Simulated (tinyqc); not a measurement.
Harmonic frequencies on the PBE/sto-3g surface (energies and gradients from PySCF), for BeH2, spin multiplicity 1, step by step. One step of it, computed by the program tinyqc.

Question. Normal modes. Diagonalise H_ij / sqrt(m_i m_j); the 5 smallest eigenvalues belong to translations and rotations; wavenumber = sqrt(eigenvalue / 1822.888) x 219474.63; each mode has its largest component positive (the first on a tie); zero-point energy = sum of wavenumbers / 2, with 349.755 1/cm per kcal/mol.

Hessian (symmetrised) (hartree/bohr^2), lower triangle:
```
             1Bex         1Bey         1Bez          2Hx          2Hy         2Hz          3Hx          3Hy
1Bex   0.03485280
1Bey   0.00174788   0.40739109
1Bez  -0.00005584  -0.01190326   0.03522594
2Hx   -0.01743232  -0.00087025   0.00002793   0.00872757
2Hy   -0.00087059  -0.20368515   0.00597130   0.00090089   0.20144947
2Hz    0.00002796   0.00597572  -0.01761787  -0.00002896  -0.00618080  0.00891713
3Hx   -0.01742911  -0.00087774   0.00002797   0.00870906  -0.00003024  0.00000096   0.00872436
3Hy   -0.00087701  -0.20370614   0.00593058  -0.00003078   0.00223580  0.00020577   0.00090784   0.20147045
3Hz    0.00002794   0.00592786  -0.01761177   0.00000100   0.00020934  0.00870258  -0.00002897  -0.00613651

            3Hz
3Hz  0.00891107
```

masses (u): 1Be 9.012182, 2H 1.007825, 3H 1.007825

Give: eigenvalues of the mass-weighted Hessian; harmonic wavenumbers of the vibrations; mass-weighted modes; zero-point energy.

Answer.

eigenvalues of the mass-weighted Hessian (hartree/(bohr^2 u)): 0.000  0.000  0.000  0.000  0.000  0.021  0.021  0.198  0.248

harmonic wavenumbers of the vibrations (1/cm): 747.7  747.8  2286.7  2557.6

mass-weighted modes:
```
      mode 1  mode 2  mode 3  mode 4
1Bex  -0.006  -0.427   0.000  -0.002
1Bey  -0.014   0.002   0.000  -0.427
1Bez  -0.427   0.006   0.000   0.014
2Hx    0.010   0.639   0.003   0.003
2Hy    0.020  -0.003   0.707   0.639
2Hz    0.639  -0.010  -0.023  -0.020
3Hx    0.010   0.639  -0.003   0.003
3Hy    0.020  -0.003  -0.707   0.639
3Hz    0.639  -0.010   0.022  -0.020
```

zero-point energy = 9.063 kcal/mol
